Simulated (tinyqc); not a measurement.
Comparisons within one model: sp3s* tight binding with spin-orbit coupling. A value that a table varies takes the place of the one given here.

sp3s* tight binding, nearest neighbours only: anion (a) at 0, cation (c) at a/4 (1,1,1), orbitals s, px, py, pz, s* on each; k in units of 2 pi/a. With phases e_j = exp(i (pi/2) k.n_j) for n = (1,1,1), (1,-1,-1), (-1,1,-1), (-1,-1,1): g0 = (e1+e2+e3+e4)/4, g1 = (e1+e2-e3-e4)/4, g2 = (e1-e2+e3-e4)/4, g3 = (e1-e2-e3+e4)/4. The diagonal holds the levels Esa, Epa, Exa (s*) and Esc, Epc, Exc. Anion-cation block: <sa|sc> = Vss g0; <sa|xc> = Vsapc g1; <xa|sc> = -Vscpa g1; <xa|xc> = Vxx g0; <xa|yc> = <ya|xc> = Vxy g3, <xa|zc> = <za|xc> = Vxy g2, <ya|zc> = <za|yc> = Vxy g1; <s*a|xc> = Vxapc g1; <xa|s*c> = -Vpaxc g1; y and z take g2 and g3 in place of g1; s-s* and s*-s* vanish.

Spin-orbit coupling acts within the p shell of each atom as (D/3) L.sigma, D = Da or Dc: it puts four states at Ep + D/3 and two at Ep - 2D/3.

Inputs chosen for the exercise (near a published set for SiC, fitted to gaps, whose masses and valley positions are rough; spin-orbit coupling, where it is added without a refit, lifts the valence top and shrinks all gaps by about a third of the splitting; not measured data):
```
symbol  value    unit  meaning
Esa     -8.418   eV    s level of the anion
Epa     2.133    eV    p level of the anion
Esc     -4.801   eV    s level of the cation
Epc     4.388    eV    p level of the cation
Exa     9.531    eV    s* level of the anion
Exc     9.45     eV    s* level of the cation
Vss     -12.397  eV    s-s
Vxx     3.07     eV    px-px
Vxy     5.935    eV    px-py
Vsapc   9.36     eV    s anion, p cation
Vscpa   9.134    eV    s cation, p anion
Vxapc   8.744    eV    s* anion, p cation
Vpaxc   4.356    eV    p anion, s* cation
Da      0.006    eV    atomic spin-orbit splitting, anion
Dc      0.045    eV    the same, cation
eta     3              scaling exponent
D001    0.7            ratio -ezz/exx
```

## What the s* orbital does

The s* couplings Vxapc and Vpaxc are scaled by f; f = 0 is the plain sp3 model. Gaps from the top of the valence band at Gamma; the Delta value is the minimum on (x,0,0), 0.5 <= x <= 1.

Gaps (eV):
```
f,Gamma,Delta,L,x of the minimum
0.00,5.9225,7.2386,7.2885,0.500
0.25,5.9225,6.8392,6.9268,0.500
0.50,5.9225,5.6680,6.0067,0.892
0.75,5.9225,3.8910,4.7744,1.000
0.90,5.9225,2.8678,3.9872,1.000
1.00,5.9225,2.2068,3.4615,1.000
1.10,5.9225,1.5643,2.9407,1.000
```

How do the results move?

The gap at Gamma stays, since g1 to g3 vanish there. From f = 0 to 1 the s* levels lower the Delta value by 5.032 eV and L by 3.827 eV. For f = 0 and 0.25 the least value lies at x = 0.5, the end of the range: any valley further out lies above that value until s* has lowered it enough. The lowest of the three is Gamma at f = 0 and the Delta line at f = 1.

## Hydrostatic strain (sp3s* tight binding with spin-orbit coupling, strained)

Strain e moves each bond vector to d = (1 + e) d0 (no internal displacement for the diagonal strains used here) and k is given in fractions of the strained reciprocal cell, so the phases stay. Two-centre values Vss_sigma = Vss/4, Vsp_sigma = sqrt3 V/4 for each s-p and s*-p pair, Vpp_sigma = (Vxx + 2 Vxy)/4, Vpp_pi = (Vxx - Vxy)/4 are scaled by (d0/d)^eta and combined with the new direction cosines; the levels on the diagonal stay.

exx = eyy = ezz = e. Gaps as measured from the top of the valence band; the deformation potentials are (gap(0.01) - gap(-0.01))/0.06.

Gaps (eV):
```
e,Gamma,Delta,L,x of the minimum
-0.03,7.0678,2.3629,3.7434,1.000
-0.02,6.8700,2.3063,3.6495,1.000
-0.01,6.3864,2.2543,3.5556,1.000
0.00,5.9225,2.2068,3.4615,1.000
0.01,5.4773,2.1634,3.3671,1.000
0.02,5.0499,2.1239,3.2722,1.000
0.03,4.6395,2.0881,3.1767,1.000
```

gap deformation potentials (eV): Gamma -15.152, Delta -1.516, L -3.141

How do the results move?

Per unit of volume strain the gaps move by -15.15 (Gamma), -1.52 (Delta) and -3.14 eV (L). The lowest valley stays the Delta line over the range. These potentials follow from the one exponent eta, which fitted models replace by one for each integral; with it the sizes are rough, the sign for Delta can be wrong (in Si, Ge and the III-V crystals measured values are small and positive), and the pressures at which valleys cross, and which valley takes over, are rough too. A gap of zero, where one is listed, marks an s level that has sunk below the valence top.

## Biaxial strain splits the top of the valence band (sp3s* tight binding, strained)

No spin-orbit coupling; k = 0; exx = eyy = e, ezz = -D001 e. The four bonds keep equal lengths, and the sums over them give Vxx(e) for px and py and Vzz(e) for pz; each level is the lower root of [[Epa, V], [V, Epc]], and the s level the upper root of the s block. The shear potential b follows from E(x,y) - E(z) = 3 b (exx - ezz), taken as the slope between e = -0.005 and 0.005.

Couplings and levels at Gamma (eV):
```
e,ezz,Vxx(e),Vzz(e),"E(x,y)",E(z),"E(x,y) - E(z) (meV)",upper s level
-0.020,0.0140,3.0100,3.4300,0.0463,-0.3500,396.3,6.2384
-0.010,0.0070,3.0413,3.2472,0.0169,-0.1769,193.8,6.0784
-0.005,0.0035,3.0560,3.1579,0.0031,-0.0927,95.8,5.9985
0.005,-0.0035,3.0834,2.9835,-0.0225,0.0711,-93.6,5.8390
0.010,-0.0070,3.0961,2.8983,-0.0345,0.1506,-185.1,5.7595
0.020,-0.0140,3.1196,2.7321,-0.0566,0.3049,-361.4,5.6008
```

b = -3.714 eV

What can be read from the table?

Under tension in the plane (e > 0) the bonds tilt towards the plane, Vxx grows to 3.0961 and Vzz falls to 2.8983 eV at e = 0.01, and the pz state forms the top of the valence band, by 185.1 meV; under compression (e = -0.01) the px, py pair does, by 193.8 meV. The slope gives b = -3.71 eV, a rough value, since on-site strain terms are left out (measured values lie near -2 eV).

## What each parameter does

Gaps from the top of the valence band at Gamma; Delta is the minimum on (x,0,0), 0.5 <= x <= 1. Each row changes one parameter from the base and keeps the others.

Results:
```
case,Ev (eV),gap Gamma (eV),gap Delta (eV),gap L (eV)
base,-0.0037,5.9225,2.2068,3.4615
Vsapc = 9.66 eV,-0.0037,5.9225,2.3710,3.5896
Vscpa = 9.334 eV,-0.0037,5.9225,2.2068,3.4509
Exa = 9.231 eV,-0.0037,5.9225,2.0720,3.3326
Vxx = 2.77 eV,0.2759,5.6429,1.9272,3.2021
Epa = 1.933 eV,-0.1397,6.0584,2.3428,3.5938
Esc = -4.601 eV,-0.0037,6.0373,2.2068,3.4717
```

How do the results move?

The largest shifts from the base row, up to three for each result and ties (the steps differ in size, so this ranks the rows, not the parameters). Ev (eV): Vxx +0.2796, Epa -0.1360; unchanged at the printed digits by Vsapc, Vscpa, Exa and Esc. gap Gamma (eV): Vxx -0.2796, Epa +0.1360, Esc +0.1148; unchanged at the printed digits by Vsapc, Vscpa and Exa. gap Delta (eV): Vxx -0.2796, Vsapc +0.1642, Epa +0.1360; unchanged at the printed digits by Vscpa and Esc. gap L (eV): Vxx -0.2594, Epa +0.1322, Exa -0.1289. Vsapc, Vscpa and Exa cannot move Ev or the gap at Gamma, whose blocks do not hold them; s parameters never move Ev, and move the gap only where the lowest empty level at Gamma is s-like.

Computed by tinyqc, a small Python program: `OMP_NUM_THREADS=1 python tinyqc.py 1480228 1480229 out.jsonl` (the numbers bound the seed that draws the inputs); one thread of a shared host (Intel(R) Xeon(R) Processor @ 2.30GHz), about 0.2 s for the whole set of steps.
